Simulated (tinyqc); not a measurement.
Inside a calculation: valence-band anticrossing with a localised impurity level. Values are carried at full precision from step to step, so a last printed digit may differ when a step is redone from the rounded ones.

Host valence band EM(k) = al x - c k^2/mM, c = hbar^2/2m0, coupled to a flat level EI by V = C sqrt(x): H = [[EM, V], [V, EI]], E+/- = (EM + EI)/2 +/- sqrt((EM - EI)^2/4 + V^2). The host weight of a state at E is f = 1/(1 + V^2/(E - EI)^2), and its mass at k = 0 is mM/f. The gap is Eg - E+(0), the conduction edge staying at Eg.

Constants: hbar^2/2m0 = 3.80998211 eV angstrom^2.

Parameters, chosen for this exercise (host near GaAs; shifted at random, so the results belong to these values and not to a real crystal): Eg = 1.519 eV (gap at Gamma to the s-like level); mM = 0.3 m0 (mass of the host band); EI = -0.432 eV (impurity level, from the valence top of the host); C = 1.11 eV (coupling); al = 0.78 eV (linear shift of the host edge); x = 0.0059 (impurity fraction); k = 0.091 1/angstrom (wave vector).

## The two levels at k = 0

Give EM, V, both levels, their host weights, the gap and the mass of the band at the gap.

EM(0) = 0.0046 eV
V = 0.0853 eV

E-, E+ (eV): [-0.4481, 0.0207]

host weights: [0.0343, 0.9657]

gap = 1.4983 eV
mass of E+ = 0.3106 m0

The gap is 21 meV below that of the host, 35 meV per 1 % of impurity. V/|EM - EI| = 0.20; second-order perturbation theory would shift the host level by V^2/(EM - EI) = +17 meV, the exact shift is +16 meV.

## The levels at one k

Fill in the matrix and give levels and weights.

H (eV), rows host, impurity and columns alike:
```
[[-0.1006, 0.0853],
 [0.0853, -0.4320]]
```

E-, E+ (eV): [-0.4526, -0.0799]

host weights: [0.0554, 0.9446]

## Dispersion

Seven points from k = 0 to 0.3 1/angstrom.

Levels (eV):
```
k (1/angstrom)       EM       E-       E+  host weight of E+
0.000            0.0046  -0.4481   0.0207              0.966
0.050           -0.0271  -0.4492  -0.0099              0.961
0.100           -0.1224  -0.4539  -0.1005              0.938
0.150           -0.2811  -0.4704  -0.2427              0.831
0.200           -0.5034  -0.5601  -0.3753              0.307
0.250           -0.7891  -0.8085  -0.4127              0.049
0.300           -1.1384  -1.1485  -0.4219              0.014
```

E+ flattens towards EI = -0.432 eV, which it cannot cross: its width is bounded by 0.453 eV, of which 98 % is used up at the last point. The unmixed host band crosses EI at k = 0.1854 1/angstrom, where the splitting is smallest, 2V = 0.171 eV.

## Checks

- Closed form against diagonalisation: they agree to 1e-10 or better.
- Mass mM/f against the curvature of the band: both 0.3106.

(tinyqc, `OMP_NUM_THREADS=1 python tinyqc.py 1080020 1080021 out.jsonl`, Intel(R) Xeon(R) Processor @ 2.30GHz, 1 thread, shared host, about 0.01 s.)
